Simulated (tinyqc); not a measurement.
Dopants and charged point defects at anneal temperature: Fermi-level effect, clustering and pairing. Changing the cluster binding energy E_b. Computed by tinyqc, a small Python program. Command: `OMP_NUM_THREADS=1 python tinyqc.py 3018082 3018083 out.jsonl pairing sweep`. One thread of a shared host (Intel(R) Xeon(R) Processor @ 2.30GHz), about 0.04 s of CPU time with the checks.

Boltzmann statistics and full ionisation of active dopants. Energies are counted from the valence band; the defect (a vacancy or self-interstitial) has five charge states, with all degeneracy factors one.

Inputs (values chosen for the exercise, with bands modelled on silicon):
```
quantity                                         value    unit
gap at 0 K E_g0                                   1.19      eV
Varshni alpha                                 0.000472    eV/K
Varshni beta                                       635       K
electron mass m_e                                0.322     m_0
valleys M_c                                          6       -
hole mass m_h                                     0.79     m_0
anneal temperature T                               890       K
total dopant density N                         1.6e+18   cm^-3
formation enthalpy of the neutral defect H_f      2.89      eV
formation entropy S_f                              4.2     k_B
site density N_s                               4.9e+22   cm^-3
intrinsic dopant diffusivity D_i               7.8e-16  cm^2/s
anneal time t                                     5000       s
dopant atoms per cluster k                           3       -
```

Dopant: donor. Second part: clustering of the dopant.

defect levels as fractions of E_g(T): (2+/+), (+/0), (0/-), (-/2-): 0.04  0.3  0.67  0.84

Constants: m_0 = 9.1093837015e-31 kg; k_B = 1.380649e-23 J/K; h = 6.62607015e-34 J s; k_B = 8.617333262e-05 eV/K.

Method:
- E_g = E_g0 - alpha T^2/(T + beta).
- N_c = 2 M_c (2 pi m_e k_B T/h^2)^(3/2) and N_v = 2 (2 pi m_h k_B T/h^2)^(3/2), masses in units of m_0.
- n_i = sqrt(N_c N_v) exp(-E_g/2 k_B T); E_i = E_g/2 + (k_B T/2) ln(N_v/N_c).
- n = A/2 + sqrt(A^2/4 + n_i^2) for an active density A.
- k ionised dopants and k carriers form one neutral cluster: C = N_s (A/N_s)^k (n/N_b)^k exp(E_b/k_B T), N_b the effective density of states of the majority band, and N = A + k C (60 bisections in ln A between ln N - 90 and ln N).
- chi = n/n_i (for acceptors n_i/p); E_F = E_i + k_B T ln chi; field enhancement h = 1 + A/sqrt(A^2 + 4 n_i^2).
- C_0 = N_s exp(S_f/k_B) exp(-H_f/k_B T). Ratios to the neutral state at E_F = E_i: r_+ = exp((E(+/0) - E_i)/k_B T), r_2+ = r_+ exp((E(2+/+) - E_i)/k_B T), r_- = exp((E_i - E(0/-))/k_B T), r_2- = r_- exp((E_i - E(-/2-))/k_B T); at other E_F state q scales as chi^(-q). The enhancement is sum r_q chi^(-q)/sum r_q. The charge on the defects is left out of neutrality.
- If every charge state of the defect carries the dopant equally well, D = D_i x enhancement x h x (active share A/N, a rough stand-in that overstates the dA/dN which immobile clusters call for), D_i being an input held fixed when T or H_f is moved; diffusion length 2 sqrt(D t).

One run for each value:
```
cluster binding energy E_b (eV)  active density A (cm^-3)  active share   D/D_i
0.845                                          1.6000e+18       1.00000  2.8405
1.110                                          1.6000e+18       1.00000  2.8405
1.380                                          1.6000e+18       1.00000  2.8405
1.640                                          1.6000e+18       0.99999  2.8405
1.910                                          1.5995e+18       0.99967  2.8391
2.170                                          1.5852e+18       0.99076  2.8022
2.440                                          1.3790e+18       0.86188  2.2912
2.700                                          9.2853e+17       0.58033  1.3228
```

Over the rows, active density A (cm^-3) falls from 1.60e18 to 9.29e17; active share falls from 1.000 to 0.580; D/D_i falls from 2.84 to 1.32.
